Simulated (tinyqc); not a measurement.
Solid solubility of a dopant against its melt (retrograde solidus), clustering and the electrically active fraction: one step, computed by the program tinyqc. Command: `OMP_NUM_THREADS=1 python tinyqc.py 3015052 3015053 out.jsonl retro walk`. One thread of a shared host (Intel(R) Xeon(R) Processor @ 2.30GHz), about 0.01 s of CPU time with the checks.

Problem. Active fraction after the anneal. A highly soluble donor (another dopant than that of the solidus) is limited by clustering. Donors N_a are active, and clusters hold m atoms each: N_t = N_a + m C, m C = N* (N_a/N*)^m, with N*(T) = N*(1273 K) exp[-(E_b/k_B)(1/T - 1/1273)]. Resistivity = 1/(e mu N_a).

Inputs (values chosen for the exercise, of the order of those of gold in silicon for the solubility):
```
quantity                                      value        unit
total dopant density N_t                    5.5e+20      1/cm^3
atoms per cluster m                               4           -
cluster scale N* at 1273 K                  5.9e+20      1/cm^3
activation energy E_b of the cluster scale     0.29          eV
anneal temperature T_a                         1325           K
mobility mu                                      75  cm^2/(V s)
```

Clustering: clusters of m atoms, electrons left out.

Constants: k_B = 8.617333262e-05 eV/K; e = 1.602176634e-19 C.

Give: N*(T_a); active density N_a; active fraction; resistivity.

Solution.

N*(T_a) = 6.5450e+20 1/cm^3

active density N_a = 4.2909e+20 1/cm^3

active fraction = 0.78016

resistivity = 0.19395 milliohm cm

Doubling the dose would raise N_a by only 42 %. Caution: this clustering law is a generic form; degeneracy and a doping-dependent mobility are left out.
